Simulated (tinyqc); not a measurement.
Gain factor and gap resistance from two string resistances.

Inverse problem. At small bit-line voltage each of the 96 cells has the resistance 1/(K x) at overdrive x (no mobility reduction) in series with a gap resistance Rg. Find K, Rg and the share of the gaps at the higher overdrive.

resistance of a string of 96 equal cells at overdrives of 3.3 and 8.8 V (kohm): [3321.6032, 1323.6012]

Answer. The resistance per cell is a straight line in 1/x with slope 1/K and intercept Rg.

K = 9.10 uA/V^2
Rg = 1.30 kohm
share of the gaps = 9.43 %

Program tinyqc, `OMP_NUM_THREADS=1 python tinyqc.py 2142218 2142219 out.jsonl`; Intel Xeon 2.30GHz, shared host, one thread, about 0.6 s.
